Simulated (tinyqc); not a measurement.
From results back to parameters: Koster-Slater impurity in an sp3s* host.

Problem. In the Koster-Slater model a defect shifts the s level of its site by Vs and the p levels by Vp; an A1 level solves 1/Vs = G_s(E) and a T2 level 1/Vp = G_p(E), E from the top of the valence band. A defect has an A1 level at E = 0.1737 eV, one of the energies of the table, and a T2 level at 1.2158 eV.

G(E) of the host (1/eV):

| E (eV) | G_s | G_p |
|---|---|---|
| 0.0000 | -0.0872602 | 0.0036135 |
| 0.1737 | -0.1032913 | -0.0369680 |
| 0.3474 | -0.1208590 | -0.0641150 |
| 0.5211 | -0.1406448 | -0.0876347 |
| 0.6947 | -0.1635096 | -0.1100409 |
| 0.8684 | -0.1906671 | -0.1328181 |
| 1.0421 | -0.2239698 | -0.1573071 |
| 1.2158 | -0.2664868 | -0.1851448 |
| 1.3895 | -0.3238808 | -0.2188345 |

Find: Vs, Vp.

Solution. Read G_s and G_p at the two energies and invert them. Vs is attractive and pulls its level down from the conduction bands. Vp is attractive and pulls its level down from the conduction bands.

Vs, Vp (eV): -9.7  -5.4

(tinyqc, `OMP_NUM_THREADS=1 python tinyqc.py 1450230 1450231 out.jsonl`, Intel(R) Xeon(R) Processor @ 2.30GHz, 1 thread, shared host, about 0.04 s.)
